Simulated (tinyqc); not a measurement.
UHF in the 6-31g basis, for H4, spin multiplicity 3, step by step (part 2 of 3). This run ends on a higher stationary point, not on the lowest solution. Computed by tinyqc, a small Python program that keeps every step (integrals from PySCF). Command: `OMP_NUM_THREADS=1 python tinyqc.py 28625 28626 out.jsonl` (the two numbers bound the seeds that draw the settings). One thread of a shared host (Intel(R) Xeon(R) Processor @ 2.60GHz), about 0.2 s of CPU time with the checks.

Geometry (angstrom):
```
atom        x        y        z
H     0.00000  0.00000  0.00000
H     0.00000  0.00000  0.88100
H     0.00000  2.25000  0.00000
H     0.00000  2.25000  0.88100
```

## Iteration 1: building the Fock matrix

D(alpha) at the start, order 1H 1s, 1H 2s, 2H 1s, 2H 2s, 3H 1s, 3H 2s, 4H 1s, 4H 2s:
```
[[0.20507, 0.22186, -0.00435, 0.00209, -0.00369, 0.00244, -0.00241, 0.00154],
 [0.22186, 0.24054, 0.00209, 0.00989, 0.00244, 0.00989, 0.00154, 0.00659],
 [-0.00435, 0.00209, 0.20507, 0.22186, -0.00241, 0.00154, -0.00369, 0.00244],
 [0.00209, 0.00989, 0.22186, 0.24054, 0.00154, 0.00659, 0.00244, 0.00989],
 [-0.00369, 0.00244, -0.00241, 0.00154, 0.20507, 0.22186, -0.00435, 0.00209],
 [0.00244, 0.00989, 0.00154, 0.00659, 0.22186, 0.24054, 0.00209, 0.00989],
 [-0.00241, 0.00154, -0.00369, 0.00244, -0.00435, 0.00209, 0.20507, 0.22186],
 [0.00154, 0.00659, 0.00244, 0.00989, 0.00209, 0.00989, 0.22186, 0.24054]]
```

D(beta) at the start, order 1H 1s, 1H 2s, 2H 1s, 2H 2s, 3H 1s, 3H 2s, 4H 1s, 4H 2s:
```
[[0.06836, 0.07395, -0.00145, 0.00070, -0.00123, 0.00081, -0.00080, 0.00051],
 [0.07395, 0.08018, 0.00070, 0.00330, 0.00081, 0.00330, 0.00051, 0.00220],
 [-0.00145, 0.00070, 0.06836, 0.07395, -0.00080, 0.00051, -0.00123, 0.00081],
 [0.00070, 0.00330, 0.07395, 0.08018, 0.00051, 0.00220, 0.00081, 0.00330],
 [-0.00123, 0.00081, -0.00080, 0.00051, 0.06836, 0.07395, -0.00145, 0.00070],
 [0.00081, 0.00330, 0.00051, 0.00220, 0.07395, 0.08018, 0.00070, 0.00330],
 [-0.00080, 0.00051, -0.00123, 0.00081, -0.00145, 0.00070, 0.06836, 0.07395],
 [0.00051, 0.00220, 0.00081, 0.00330, 0.00070, 0.00330, 0.07395, 0.08018]]
```

core Hamiltonian H = T + V (hartree), order 1H 1s, 1H 2s, 2H 1s, 2H 2s, 3H 1s, 3H 2s, 4H 1s, 4H 2s:
```
[[-1.30932, -1.16467, -0.76466, -0.88284, -0.00922, -0.13771, -0.00430, -0.10240],
 [-1.16467, -1.34476, -0.88284, -1.15782, -0.13771, -0.36536, -0.10240, -0.30979],
 [-0.76466, -0.88284, -1.30932, -1.16467, -0.00430, -0.10240, -0.00922, -0.13771],
 [-0.88284, -1.15782, -1.16467, -1.34476, -0.10240, -0.30979, -0.13771, -0.36536],
 [-0.00922, -0.13771, -0.00430, -0.10240, -1.30932, -1.16467, -0.76466, -0.88284],
 [-0.13771, -0.36536, -0.10240, -0.30979, -1.16467, -1.34476, -0.88284, -1.15782],
 [-0.00430, -0.10240, -0.00922, -0.13771, -0.76466, -0.88284, -1.30932, -1.16467],
 [-0.10240, -0.30979, -0.13771, -0.36536, -0.88284, -1.15782, -1.16467, -1.34476]]
```

nuclear repulsion = 2.1096905 hartree

Given earlier and not repeated: Two-electron integrals (ij|kl) in chemists' order.

J_ij = sum D_kl (ij|kl) with D = D(alpha) + D(beta), K_ij = sum D_kl (ik|jl) for each spin; F = H + J - K(s); E = tr D H + tr D J / 2 - 0.5 sum_s tr D(s) K(s) + E_nn.

Coulomb J (hartree), order 1H 1s, 1H 2s, 2H 1s, 2H 2s, 3H 1s, 3H 2s, 4H 1s, 4H 2s:
```
[[1.82171, 1.10927, 0.63214, 0.79079, 0.00332, 0.10353, 0.00141, 0.07393],
 [1.10927, 1.41516, 0.79079, 1.16877, 0.10353, 0.34190, 0.07393, 0.28194],
 [0.63214, 0.79079, 1.82171, 1.10927, 0.00141, 0.07393, 0.00332, 0.10353],
 [0.79079, 1.16877, 1.10927, 1.41516, 0.07393, 0.28194, 0.10353, 0.34190],
 [0.00332, 0.10353, 0.00141, 0.07393, 1.82171, 1.10927, 0.63214, 0.79079],
 [0.10353, 0.34190, 0.07393, 0.28194, 1.10927, 1.41516, 0.79079, 1.16877],
 [0.00141, 0.07393, 0.00332, 0.10353, 0.63214, 0.79079, 1.82171, 1.10927],
 [0.07393, 0.28194, 0.10353, 0.34190, 0.79079, 1.16877, 1.10927, 1.41516]]
```

exchange K(alpha) (hartree), order 1H 1s, 1H 2s, 2H 1s, 2H 2s, 3H 1s, 3H 2s, 4H 1s, 4H 2s:
```
[[0.67811, 0.55682, 0.40759, 0.47120, 0.02192, 0.08740, 0.01848, 0.07672],
 [0.55682, 0.55422, 0.47120, 0.51929, 0.08740, 0.15856, 0.07672, 0.14976],
 [0.40759, 0.47120, 0.67811, 0.55682, 0.01848, 0.07672, 0.02192, 0.08740],
 [0.47120, 0.51929, 0.55682, 0.55422, 0.07672, 0.14976, 0.08740, 0.15856],
 [0.02192, 0.08740, 0.01848, 0.07672, 0.67811, 0.55682, 0.40759, 0.47120],
 [0.08740, 0.15856, 0.07672, 0.14976, 0.55682, 0.55422, 0.47120, 0.51929],
 [0.01848, 0.07672, 0.02192, 0.08740, 0.40759, 0.47120, 0.67811, 0.55682],
 [0.07672, 0.14976, 0.08740, 0.15856, 0.47120, 0.51929, 0.55682, 0.55422]]
```

exchange K(beta) (hartree), order 1H 1s, 1H 2s, 2H 1s, 2H 2s, 3H 1s, 3H 2s, 4H 1s, 4H 2s:
```
[[0.22604, 0.18561, 0.13586, 0.15707, 0.00731, 0.02913, 0.00616, 0.02557],
 [0.18561, 0.18474, 0.15707, 0.17310, 0.02913, 0.05285, 0.02557, 0.04992],
 [0.13586, 0.15707, 0.22604, 0.18561, 0.00616, 0.02557, 0.00731, 0.02913],
 [0.15707, 0.17310, 0.18561, 0.18474, 0.02557, 0.04992, 0.02913, 0.05285],
 [0.00731, 0.02913, 0.00616, 0.02557, 0.22604, 0.18561, 0.13586, 0.15707],
 [0.02913, 0.05285, 0.02557, 0.04992, 0.18561, 0.18474, 0.15707, 0.17310],
 [0.00616, 0.02557, 0.00731, 0.02913, 0.13586, 0.15707, 0.22604, 0.18561],
 [0.02557, 0.04992, 0.02913, 0.05285, 0.15707, 0.17310, 0.18561, 0.18474]]
```

F(alpha) (hartree), order 1H 1s, 1H 2s, 2H 1s, 2H 2s, 3H 1s, 3H 2s, 4H 1s, 4H 2s:
```
[[-0.16573, -0.61222, -0.54011, -0.56324, -0.02782, -0.12158, -0.02137, -0.10519],
 [-0.61222, -0.48382, -0.56324, -0.50834, -0.12158, -0.18202, -0.10519, -0.17761],
 [-0.54011, -0.56324, -0.16573, -0.61222, -0.02137, -0.10519, -0.02782, -0.12158],
 [-0.56324, -0.50834, -0.61222, -0.48382, -0.10519, -0.17761, -0.12158, -0.18202],
 [-0.02782, -0.12158, -0.02137, -0.10519, -0.16573, -0.61222, -0.54011, -0.56324],
 [-0.12158, -0.18202, -0.10519, -0.17761, -0.61222, -0.48382, -0.56324, -0.50834],
 [-0.02137, -0.10519, -0.02782, -0.12158, -0.54011, -0.56324, -0.16573, -0.61222],
 [-0.10519, -0.17761, -0.12158, -0.18202, -0.56324, -0.50834, -0.61222, -0.48382]]
```

F(beta) (hartree), order 1H 1s, 1H 2s, 2H 1s, 2H 2s, 3H 1s, 3H 2s, 4H 1s, 4H 2s:
```
[[0.28635, -0.24101, -0.26839, -0.24911, -0.01320, -0.06331, -0.00904, -0.05404],
 [-0.24101, -0.11434, -0.24911, -0.16215, -0.06331, -0.07631, -0.05404, -0.07777],
 [-0.26839, -0.24911, 0.28635, -0.24101, -0.00904, -0.05404, -0.01320, -0.06331],
 [-0.24911, -0.16215, -0.24101, -0.11434, -0.05404, -0.07777, -0.06331, -0.07631],
 [-0.01320, -0.06331, -0.00904, -0.05404, 0.28635, -0.24101, -0.26839, -0.24911],
 [-0.06331, -0.07631, -0.05404, -0.07777, -0.24101, -0.11434, -0.24911, -0.16215],
 [-0.00904, -0.05404, -0.01320, -0.06331, -0.26839, -0.24911, 0.28635, -0.24101],
 [-0.05404, -0.07777, -0.06331, -0.07631, -0.24911, -0.16215, -0.24101, -0.11434]]
```

total energy of this density = -1.8101622 hartree

This density is the starting one; it is not idempotent, so its energy is not variational and may lie below the converged one.

## Iteration 1: diagonalisation and new density

X, order 1H 1s, 1H 2s, 2H 1s, 2H 2s, 3H 1s, 3H 2s, 4H 1s, 4H 2s:
```
[[-0.49701, -0.50546, 0.60765, 0.58874, 0.56090, 0.52758, 0.22706, 0.16393],
 [1.54418, 1.17634, -0.59389, -0.41381, 0.18053, 0.22669, 0.23232, 0.23323],
 [0.49701, 0.50546, 0.60765, 0.58874, -0.56090, -0.52758, 0.22706, 0.16393],
 [-1.54418, -1.17634, -0.59389, -0.41381, -0.18053, -0.22669, 0.23232, 0.23323],
 [0.49701, -0.50546, -0.60765, 0.58874, -0.56090, 0.52758, -0.22706, 0.16393],
 [-1.54418, 1.17634, 0.59389, -0.41381, -0.18053, 0.22669, -0.23232, 0.23323],
 [-0.49701, 0.50546, -0.60765, 0.58874, 0.56090, -0.52758, -0.22706, 0.16393],
 [1.54418, -1.17634, 0.59389, -0.41381, 0.18053, -0.22669, -0.23232, 0.23323]]
```

overlap S, order 1H 1s, 1H 2s, 2H 1s, 2H 2s, 3H 1s, 3H 2s, 4H 1s, 4H 2s:
```
[[1.00000, 0.65829, 0.33741, 0.45730, 0.00205, 0.06158, 0.00084, 0.04288],
 [0.65829, 1.00000, 0.45730, 0.79971, 0.06158, 0.23274, 0.04288, 0.18612],
 [0.33741, 0.45730, 1.00000, 0.65829, 0.00084, 0.04288, 0.00205, 0.06158],
 [0.45730, 0.79971, 0.65829, 1.00000, 0.04288, 0.18612, 0.06158, 0.23274],
 [0.00205, 0.06158, 0.00084, 0.04288, 1.00000, 0.65829, 0.33741, 0.45730],
 [0.06158, 0.23274, 0.04288, 0.18612, 0.65829, 1.00000, 0.45730, 0.79971],
 [0.00084, 0.04288, 0.00205, 0.06158, 0.33741, 0.45730, 1.00000, 0.65829],
 [0.04288, 0.18612, 0.06158, 0.23274, 0.45730, 0.79971, 0.65829, 1.00000]]
```

Diagonalise F' = X^T F X, C = X C', fill 3 alpha and 1 beta electrons from the bottom; D(s) = C_occ C_occ^T; the new density keeps 0.7 of the old one (damping). Each column has its largest component positive (the first on a tie).

F' = X^T F X (alpha) (hartree):
```
[[0.85235, 0.00000, 0.00000, 0.00000, -0.49361, 0.00000, 0.00000, 0.00000],
 [0.00000, 0.79829, 0.00000, 0.00000, 0.00000, -0.50331, 0.00000, 0.00000],
 [0.00000, 0.00000, 0.87663, 0.00000, 0.00000, 0.00000, -0.03730, 0.00000],
 [0.00000, 0.00000, 0.00000, 0.76024, 0.00000, 0.00000, 0.00000, -0.15931],
 [-0.49361, 0.00000, 0.00000, 0.00000, 0.45662, 0.00000, 0.00000, 0.00000],
 [0.00000, -0.50331, 0.00000, 0.00000, 0.00000, 0.35123, 0.00000, 0.00000],
 [0.00000, 0.00000, -0.03730, 0.00000, 0.00000, 0.00000, -0.67232, 0.00000],
 [0.00000, 0.00000, 0.00000, -0.15931, 0.00000, 0.00000, 0.00000, -0.80421]]
```

orbital energies (alpha) (hartree): [-0.82027, -0.67322, 0.02404, 0.12270, 0.77630, 0.87753, 1.12548, 1.18628]

coefficients C (alpha), order 1H 1s, 1H 2s, 2H 1s, 2H 2s, 3H 1s, 3H 2s, 4H 1s, 4H 2s:
```
[[0.22215, 0.24161, 0.16684, 0.18609, 0.56933, 0.60201, -0.71133, -0.72595],
 [0.19056, 0.21796, 0.83120, 1.01477, -0.43511, -0.59930, 0.86272, 1.17784],
 [0.22215, 0.24161, -0.16684, -0.18609, 0.56933, 0.60201, 0.71133, 0.72595],
 [0.19056, 0.21796, -0.83120, -1.01477, -0.43511, -0.59930, -0.86272, -1.17784],
 [0.22215, -0.24161, 0.16684, -0.18609, 0.56933, -0.60201, -0.71133, 0.72595],
 [0.19056, -0.21796, 0.83120, -1.01477, -0.43511, 0.59930, 0.86272, -1.17784],
 [0.22215, -0.24161, -0.16684, 0.18609, 0.56933, -0.60201, 0.71133, -0.72595],
 [0.19056, -0.21796, -0.83120, 1.01477, -0.43511, 0.59930, -0.86272, 1.17784]]
```

F' = X^T F X (beta) (hartree):
```
[[0.88766, 0.00000, 0.00000, 0.00000, -0.51756, 0.00000, 0.00000, 0.00000],
 [0.00000, 0.84087, 0.00000, 0.00000, 0.00000, -0.53709, 0.00000, 0.00000],
 [0.00000, 0.00000, 0.96286, 0.00000, 0.00000, 0.00000, 0.08032, 0.00000],
 [0.00000, 0.00000, 0.00000, 0.88311, 0.00000, 0.00000, 0.00000, -0.00425],
 [-0.51756, 0.00000, 0.00000, 0.00000, 0.72344, 0.00000, 0.00000, 0.00000],
 [0.00000, -0.53709, 0.00000, 0.00000, 0.00000, 0.62199, 0.00000, 0.00000],
 [0.00000, 0.00000, 0.08032, 0.00000, 0.00000, 0.00000, -0.17544, 0.00000],
 [0.00000, 0.00000, 0.00000, -0.00425, 0.00000, 0.00000, 0.00000, -0.27996]]
```

orbital energies (beta) (hartree): [-0.27998, -0.18108, 0.18331, 0.28152, 0.88312, 0.96850, 1.27955, 1.32958]

coefficients C (beta), order 1H 1s, 1H 2s, 2H 1s, 2H 2s, 3H 1s, 3H 2s, 4H 1s, 4H 2s:
```
[[0.16608, 0.18394, 0.08885, 0.10382, 0.58814, 0.62206, -0.72521, -0.74219],
 [0.23172, 0.27335, 0.91972, 1.14000, -0.41466, -0.57616, 0.76766, 1.05711],
 [0.16608, 0.18394, -0.08885, -0.10382, 0.58814, 0.62206, 0.72521, 0.74219],
 [0.23172, 0.27335, -0.91972, -1.14000, -0.41466, -0.57616, -0.76766, -1.05711],
 [0.16608, -0.18394, 0.08885, -0.10382, 0.58814, -0.62206, -0.72521, 0.74219],
 [0.23172, -0.27335, 0.91972, -1.14000, -0.41466, 0.57616, 0.76766, -1.05711],
 [0.16608, -0.18394, -0.08885, 0.10382, 0.58814, -0.62206, 0.72521, -0.74219],
 [0.23172, -0.27335, -0.91972, 1.14000, -0.41466, 0.57616, -0.76766, 1.05711]]
```

D(alpha) after iteration 1, order 1H 1s, 1H 2s, 2H 1s, 2H 2s, 3H 1s, 3H 2s, 4H 1s, 4H 2s:
```
[[0.18422, 0.22540, 0.02092, -0.01165, 0.00306, 0.04021, -0.01275, -0.04363],
 [0.22540, 0.40079, -0.01165, -0.17520, 0.04021, 0.21083, -0.04363, -0.20601],
 [0.02092, -0.01165, 0.18422, 0.22540, -0.01275, -0.04363, 0.00306, 0.04021],
 [-0.01165, -0.17520, 0.22540, 0.40079, -0.04363, -0.20601, 0.04021, 0.21083],
 [0.00306, 0.04021, -0.01275, -0.04363, 0.18422, 0.22540, 0.02092, -0.01165],
 [0.04021, 0.21083, -0.04363, -0.20601, 0.22540, 0.40079, -0.01165, -0.17520],
 [-0.01275, -0.04363, 0.00306, 0.04021, 0.02092, -0.01165, 0.18422, 0.22540],
 [-0.04363, -0.20601, 0.04021, 0.21083, -0.01165, -0.17520, 0.22540, 0.40079]]
```

D(beta) after iteration 1, order 1H 1s, 1H 2s, 2H 1s, 2H 2s, 3H 1s, 3H 2s, 4H 1s, 4H 2s:
```
[[0.05613, 0.06331, 0.00726, 0.01203, 0.00741, 0.01211, 0.00771, 0.01190],
 [0.06331, 0.07223, 0.01203, 0.01841, 0.01211, 0.01842, 0.01190, 0.01765],
 [0.00726, 0.01203, 0.05613, 0.06331, 0.00771, 0.01190, 0.00741, 0.01211],
 [0.01203, 0.01841, 0.06331, 0.07223, 0.01190, 0.01765, 0.01211, 0.01842],
 [0.00741, 0.01211, 0.00771, 0.01190, 0.05613, 0.06331, 0.00726, 0.01203],
 [0.01211, 0.01842, 0.01190, 0.01765, 0.06331, 0.07223, 0.01203, 0.01841],
 [0.00771, 0.01190, 0.00741, 0.01211, 0.00726, 0.01203, 0.05613, 0.06331],
 [0.01190, 0.01765, 0.01211, 0.01842, 0.01203, 0.01841, 0.06331, 0.07223]]
```

## Iteration 2: building the Fock matrix

As before.

Coulomb J (hartree), order 1H 1s, 1H 2s, 2H 1s, 2H 2s, 3H 1s, 3H 2s, 4H 1s, 4H 2s:
```
[[1.79635, 1.09651, 0.62301, 0.78107, 0.00331, 0.10267, 0.00141, 0.07326],
 [1.09651, 1.40491, 0.78107, 1.15924, 0.10267, 0.34054, 0.07326, 0.28057],
 [0.62301, 0.78107, 1.79635, 1.09651, 0.00141, 0.07326, 0.00331, 0.10267],
 [0.78107, 1.15924, 1.09651, 1.40491, 0.07326, 0.28057, 0.10267, 0.34054],
 [0.00331, 0.10267, 0.00141, 0.07326, 1.79635, 1.09651, 0.62301, 0.78107],
 [0.10267, 0.34054, 0.07326, 0.28057, 1.09651, 1.40491, 0.78107, 1.15924],
 [0.00141, 0.07326, 0.00331, 0.10267, 0.62301, 0.78107, 1.79635, 1.09651],
 [0.07326, 0.28057, 0.10267, 0.34054, 0.78107, 1.15924, 1.09651, 1.40491]]
```

exchange K(alpha) (hartree), order 1H 1s, 1H 2s, 2H 1s, 2H 2s, 3H 1s, 3H 2s, 4H 1s, 4H 2s:
```
[[0.65275, 0.53603, 0.39000, 0.44620, 0.02172, 0.08203, 0.00758, 0.06334],
 [0.53603, 0.53145, 0.44620, 0.48991, 0.08203, 0.14808, 0.06334, 0.13249],
 [0.39000, 0.44620, 0.65275, 0.53603, 0.00758, 0.06334, 0.02172, 0.08203],
 [0.44620, 0.48991, 0.53603, 0.53145, 0.06334, 0.13249, 0.08203, 0.14808],
 [0.02172, 0.08203, 0.00758, 0.06334, 0.65275, 0.53603, 0.39000, 0.44620],
 [0.08203, 0.14808, 0.06334, 0.13249, 0.53603, 0.53145, 0.44620, 0.48991],
 [0.00758, 0.06334, 0.02172, 0.08203, 0.39000, 0.44620, 0.65275, 0.53603],
 [0.06334, 0.13249, 0.08203, 0.14808, 0.44620, 0.48991, 0.53603, 0.53145]]
```

exchange K(beta) (hartree), order 1H 1s, 1H 2s, 2H 1s, 2H 2s, 3H 1s, 3H 2s, 4H 1s, 4H 2s:
```
[[0.22211, 0.19178, 0.14276, 0.16650, 0.02349, 0.04951, 0.02181, 0.04589],
 [0.19178, 0.20014, 0.16650, 0.18951, 0.04951, 0.08000, 0.04589, 0.07700],
 [0.14276, 0.16650, 0.22211, 0.19178, 0.02181, 0.04589, 0.02349, 0.04951],
 [0.16650, 0.18951, 0.19178, 0.20014, 0.04589, 0.07700, 0.04951, 0.08000],
 [0.02349, 0.04951, 0.02181, 0.04589, 0.22211, 0.19178, 0.14276, 0.16650],
 [0.04951, 0.08000, 0.04589, 0.07700, 0.19178, 0.20014, 0.16650, 0.18951],
 [0.02181, 0.04589, 0.02349, 0.04951, 0.14276, 0.16650, 0.22211, 0.19178],
 [0.04589, 0.07700, 0.04951, 0.08000, 0.16650, 0.18951, 0.19178, 0.20014]]
```

F(alpha) (hartree), order 1H 1s, 1H 2s, 2H 1s, 2H 2s, 3H 1s, 3H 2s, 4H 1s, 4H 2s:
```
[[-0.16572, -0.60418, -0.53165, -0.54797, -0.02762, -0.11707, -0.01047, -0.09248],
 [-0.60418, -0.47130, -0.54797, -0.48849, -0.11707, -0.17290, -0.09248, -0.16170],
 [-0.53165, -0.54797, -0.16572, -0.60418, -0.01047, -0.09248, -0.02762, -0.11707],
 [-0.54797, -0.48849, -0.60418, -0.47130, -0.09248, -0.16170, -0.11707, -0.17290],
 [-0.02762, -0.11707, -0.01047, -0.09248, -0.16572, -0.60418, -0.53165, -0.54797],
 [-0.11707, -0.17290, -0.09248, -0.16170, -0.60418, -0.47130, -0.54797, -0.48849],
 [-0.01047, -0.09248, -0.02762, -0.11707, -0.53165, -0.54797, -0.16572, -0.60418],
 [-0.09248, -0.16170, -0.11707, -0.17290, -0.54797, -0.48849, -0.60418, -0.47130]]
```

F(beta) (hartree), order 1H 1s, 1H 2s, 2H 1s, 2H 2s, 3H 1s, 3H 2s, 4H 1s, 4H 2s:
```
[[0.26492, -0.25993, -0.28441, -0.26826, -0.02940, -0.08454, -0.02470, -0.07504],
 [-0.25993, -0.13999, -0.26826, -0.18809, -0.08454, -0.10483, -0.07504, -0.10621],
 [-0.28441, -0.26826, 0.26492, -0.25993, -0.02470, -0.07504, -0.02940, -0.08454],
 [-0.26826, -0.18809, -0.25993, -0.13999, -0.07504, -0.10621, -0.08454, -0.10483],
 [-0.02940, -0.08454, -0.02470, -0.07504, 0.26492, -0.25993, -0.28441, -0.26826],
 [-0.08454, -0.10483, -0.07504, -0.10621, -0.25993, -0.13999, -0.26826, -0.18809],
 [-0.02470, -0.07504, -0.02940, -0.08454, -0.28441, -0.26826, 0.26492, -0.25993],
 [-0.07504, -0.10621, -0.08454, -0.10483, -0.26826, -0.18809, -0.25993, -0.13999]]
```

total energy of this density = -1.7994837 hartree

This density is a damped mixture and is not idempotent, and it still holds part of the atomic start, so its energy may lie below the converged one.

## Iteration 2: DIIS over 2 matrices

error matrix X^T (FDS - SDF) X (alpha):
```
[[0.00000, 0.00000, 0.00000, 0.00000, -0.06855, 0.00000, 0.00000, 0.00000],
 [0.00000, 0.00000, 0.00000, 0.00000, 0.00000, -0.08402, 0.00000, 0.00000],
 [0.00000, 0.00000, 0.00000, 0.00000, 0.00000, 0.00000, -0.04115, 0.00000],
 [0.00000, 0.00000, 0.00000, 0.00000, 0.00000, 0.00000, 0.00000, -0.10598],
 [0.06855, 0.00000, 0.00000, 0.00000, 0.00000, 0.00000, 0.00000, 0.00000],
 [0.00000, 0.08402, 0.00000, 0.00000, 0.00000, 0.00000, 0.00000, 0.00000],
 [0.00000, 0.00000, 0.04115, 0.00000, 0.00000, 0.00000, 0.00000, 0.00000],
 [0.00000, 0.00000, 0.00000, 0.10598, 0.00000, 0.00000, 0.00000, 0.00000]]
```

B (overlaps of the stored error matrices):
```
[[9.8149144e-02, 7.2254008e-02],
 [7.2254008e-02, 5.3315854e-02]]
```

Minimise |sum c_i e_i|^2 with sum c_i = 1: solve [B -1; -1 0][c; lambda] = [0; -1] with B_ij = tr e_i^T e_j summed over both spins, and take F = sum c_i F_i.

DIIS coefficients: [-2.72218, 3.72218]

extrapolated F(alpha) (hartree), order 1H 1s, 1H 2s, 2H 1s, 2H 2s, 3H 1s, 3H 2s, 4H 1s, 4H 2s:
```
[[-0.16571, -0.58229, -0.50861, -0.50638, -0.02710, -0.10479, 0.01918, -0.05787],
 [-0.58229, -0.43722, -0.50638, -0.43445, -0.10479, -0.14808, -0.05787, -0.11840],
 [-0.50861, -0.50638, -0.16571, -0.58229, 0.01918, -0.05787, -0.02710, -0.10479],
 [-0.50638, -0.43445, -0.58229, -0.43722, -0.05787, -0.11840, -0.10479, -0.14808],
 [-0.02710, -0.10479, 0.01918, -0.05787, -0.16571, -0.58229, -0.50861, -0.50638],
 [-0.10479, -0.14808, -0.05787, -0.11840, -0.58229, -0.43722, -0.50638, -0.43445],
 [0.01918, -0.05787, -0.02710, -0.10479, -0.50861, -0.50638, -0.16571, -0.58229],
 [-0.05787, -0.11840, -0.10479, -0.14808, -0.50638, -0.43445, -0.58229, -0.43722]]
```

extrapolated F(beta) (hartree), order 1H 1s, 1H 2s, 2H 1s, 2H 2s, 3H 1s, 3H 2s, 4H 1s, 4H 2s:
```
[[0.20660, -0.31145, -0.32802, -0.32038, -0.07349, -0.14234, -0.06732, -0.13218],
 [-0.31145, -0.20982, -0.32038, -0.25869, -0.14234, -0.18245, -0.13218, -0.18363],
 [-0.32802, -0.32038, 0.20660, -0.31145, -0.06732, -0.13218, -0.07349, -0.14234],
 [-0.32038, -0.25869, -0.31145, -0.20982, -0.13218, -0.18363, -0.14234, -0.18245],
 [-0.07349, -0.14234, -0.06732, -0.13218, 0.20660, -0.31145, -0.32802, -0.32038],
 [-0.14234, -0.18245, -0.13218, -0.18363, -0.31145, -0.20982, -0.32038, -0.25869],
 [-0.06732, -0.13218, -0.07349, -0.14234, -0.32802, -0.32038, 0.20660, -0.31145],
 [-0.13218, -0.18363, -0.14234, -0.18245, -0.32038, -0.25869, -0.31145, -0.20982]]
```
